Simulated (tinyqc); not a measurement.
Inside a calculation. Model: MOS inversion layer, Poisson-Schroedinger loop.

Computed by the program tinyqc: `OMP_NUM_THREADS=1 python tinyqc.py 2160029 2160030 out.jsonl`, one thread of a shared Intel Xeon 2.30GHz, about 0.8 s for the whole run. Printed values are rounded.

Electrons confined at an insulator interface at z = 0, treated as a hard wall; parabolic valleys, Hartree approximation, no image or exchange terms. The depletion charge lies far deeper than the electrons and gives a uniform field q Nd/(eps0 eps_r); the gate balances all charge. Energies are counted from the band edge at the interface.

Values chosen for this exercise; masses and permittivity close to those of silicon (110):
```
symbol   value   unit                                     meaning
T          400      K                                 temperature
eps_r     11.7                              relative permittivity
mz1      0.318     m0  mass along z of valley set A (4 valley(s))
md1      0.325     m0    in-plane density-of-states mass of set A
mz2       0.19     m0  mass along z of valley set B (2 valley(s))
md2      0.414     m0    in-plane density-of-states mass of set B
Ns      8.4e11  cm^-2                  sheet density of electrons
Nd      3.5e12  cm^-2           sheet density of depletion charge
dE           0     eV               extra shift of set B (strain)
hz        0.64     nm                                   mesh step
a          0.7                                      mixing factor
```

Constants: q = 1.602176634e-19 C, kB = 1.380649e-23 J/K, hbar = 1.054571817e-34 J s, m0 = 9.1093837015e-31 kg, Vt = kB T/q, eps0 = 8.8541878128e-14 F/cm where lengths are in cm, hbar^2/(2 m0) = 0.0380998212 eV nm^2. Results are converted to the units shown.

## Fixed part of the potential

z, node 1 to 17 (nm): 0.64  1.28  1.92  2.56  3.2  3.84  4.48  5.12  5.76  6.4  7.04  7.68  8.32  8.96  9.6  10.24  10.88

V0 = q Nd z/(eps0 eps_r) in eV.

fixed potential V0, node 1 to 17 (eV): 0.0346437  0.0692873  0.1039310  0.1385747  0.1732183  0.2078620  0.2425056  0.2771493  0.3117930  0.3464366  0.3810803  0.4157240  0.4503676  0.4850113  0.5196550  0.5542986  0.5889423

## Round 1: levels and probability densities

self-consistent potential U at the start, node 1 to 17 (eV): 0  0  0  0  0  0  0  0  0  0  0  0  0  0  0  0  0

Tridiagonal Hamiltonian with psi = 0 one step beyond both ends: H_ii = C (1/m_(i-1/2) + 1/m_(i+1/2))/hz^2 + V0_i + U_i (+ dE for the set B), H_(i,i+1) = -C/(m_(i+1/2) hz^2), C = hbar^2/(2 m0). The lowest 2 level(s) of each valley set are kept, normalised to hz sum |psi|^2 = 1. The mass is the same on all intervals.

levels (eV): A1 0.1633859, A2 0.2834649, B1 0.1945232, B2 0.3383015

```
node  |psi|^2 of A1 (1/nm)  |psi|^2 of A2 (1/nm)  |psi|^2 of B1 (1/nm)  |psi|^2 of B2 (1/nm)
1                0.1675026             0.1540934             0.1031484             0.0975393
2                0.4075642             0.2035577             0.2888517             0.1856834
3                0.4384696             0.0322003             0.3797589             0.0977957
4                0.3039763             0.0409754             0.3375704             0.0020093
5                0.1550345             0.2342787             0.2297969             0.0582546
6                0.0621921             0.3401144             0.1273586             0.1990564
7                0.0204324             0.2826280             0.0595842             0.2831097
8                0.0056497             0.1645269             0.0241021             0.2640812
9                0.0013410             0.0733612             0.0085748             0.1861970
10               0.0002774             0.0263469             0.0027179             0.1061181
11               0.0000506             0.0078723             0.0007753             0.0508156
12               0.0000082             0.0020021             0.0002007             0.0209631
13               0.0000012             0.0004408             0.0000474             0.0075772
14               0.0000002             0.0000851             0.0000103             0.0024240
15               0.0000000             0.0000145             0.0000020             0.0006851
16               0.0000000             0.0000021             0.0000004             0.0001641
17               0.0000000             0.0000002             0.0000000             0.0000260
```

## Round 1: Fermi level and occupations

Level k holds N_k = D_k Vt ln(1 + exp((EF - E_k)/Vt)) with D = 4 md1 m0 q/(pi hbar^2) for the set A, D = 2 md2 m0 q/(pi hbar^2) for the set B per eV (spin included); EF is fixed by sum N_k = Ns.

EF = 0.04805808 eV
N_k (cm^-2): A1 6.481361e11, A2 2.023220e10, B1 1.690050e11, B2 2.626673e9

## Round 1: density, output potential and mixing

n_i = sum_k N_k |psi_k|^2 (converted to cm^-3). Hartree part by Gauss: on the interval before node i the electrons still beyond are S_i = Ns - hz sum_(j<i) n_j, and U_i = U_(i-1) + q S_i hz/(eps0 eps_r) in eV, U_0 = 0 at the interface. Mixing: U(new) = U + a (U(out) - U).

```
node  n (1e18 cm^-3)  U(out) (eV)  U after round 1 (eV)
1           1.293710   0.00831448            0.00582014
2           3.175806   0.01580941            0.01106659
3           3.492775   0.02129253            0.01490477
4           2.549034   0.02456302            0.01719411
5           1.442133   0.02621874            0.01835312
6           0.692373   0.02696090            0.01887263
7           0.297748   0.02726444            0.01908511
8           0.117575   0.02737937            0.01916556
9           0.042917   0.02741982            0.01919387
10          0.014509   0.02743308            0.01920315
11          0.004566   0.02743714            0.01920600
12          0.001348   0.02743832            0.01920682
13          0.000376   0.02743864            0.01920705
14          0.000099   0.02743872            0.01920710
15          0.000025   0.02743874            0.01920712
16          0.000005   0.02743874            0.01920712
17          0.000001   0.02743874            0.01920712
```

## Course of the self-consistent loop

Start from U = 0. Stop when the largest |U(out) - U| is below 1e-7 eV, or after 120 rounds.

Course of the iteration:
```
round  level A1 (eV)     EF (eV)  largest |U(out) - U| (eV)
1          0.1633859  0.04805808                     0.0274
2          0.1772410  0.06223641                    7.59e-3
3          0.1811991  0.06627820                    2.11e-3
4          0.1823410  0.06744166                    5.90e-4
5          0.1826720  0.06777817                    1.66e-4
6          0.1827683  0.06787583                    4.73e-5
7          0.1827963  0.06790426                    1.36e-5
8          0.1828046  0.06791256                    3.94e-6
9          0.1828070  0.06791499                    1.14e-6
10         0.1828077  0.06791570                    3.33e-7
11         0.1828079  0.06791591                    9.74e-8
```

Converged in 11 rounds. Towards the end the residual shrinks by a factor of about 0.29 a round.

## Converged levels, occupations and centroid

converged U, node 1 to 17 (eV): 0.00831443  0.01571768  0.02098593  0.02402550  0.02551607  0.02616619  0.02642628  0.02652304  0.02655663  0.02656752  0.02657083  0.02657178  0.02657204  0.02657210  0.02657212  0.02657212  0.02657212

Solve for the levels with V0 + U, find EF, n_i = sum_k N_k |psi_k|^2 (in cm^-3); share of each level N_k/Ns; centroid sum n z/sum n.

levels (eV): A1 0.1828079, A2 0.3063565, B1 0.2156627, B2 0.3619599
EF = 0.06791591 eV
shares (%): A1 78.12393, A2 2.20577, B1 19.39024, B2 0.28006
n, node 1 to 17 (in units of 1e18 cm^-3): 1.438384  3.370281  3.518171  2.445197  1.326709  0.615689  0.257819  0.099735  0.035826  0.011961  0.003728  0.001093  0.000303  0.000080  0.000020  0.000004  0.000001
centroid = 2.045374 nm

An 800-node mesh to 18 nm with 8 levels a set gives A1 = 0.1846 eV, EF = 0.06974 eV and a centroid of 2.085 nm; the levels kept above hold 99.9 % of the electrons there. The coarse centroid is 1.9 % below the fine one.

## Closed-form estimates

Triangular well: E_k = a_k (C F^2/mz)^(1/3), a_1 = 2.338107, a_2 = 4.087949, C = hbar^2/(2 m0), F in eV/nm. Fang-Howard (all electrons in the lowest level of set A): b^3 = 6 (mz1/C) q (Nd + 11 Ns/32)/(eps0 eps_r), centroid 3/b, level C b^2/(4 mz1) + (3/b) q (Nd + 11 Ns/16)/(eps0 eps_r). Use F = q (Nd + Ns)/(eps0 eps_r), the surface field, and F = q (Nd + Ns/2)/(eps0 eps_r).

A1 with the surface field = 0.1903736 eV
A1 with Nd + Ns/2 = 0.1778843 eV
A2 with Nd + Ns/2 = 0.3110131 eV
b = 1.431668 1/nm
Fang-Howard centroid = 2.095458 nm
Fang-Howard level = 0.1935376 eV

Against the self-consistent A1 = 0.1846 eV on a fine mesh, the surface-field estimate is 3.1 % above it, the half-charge one 3.7 % below it and Fang-Howard 4.8 % above it. A1 holds 78.1 % of the electrons, and the Fang-Howard centroid is 0.49 % above the full one.
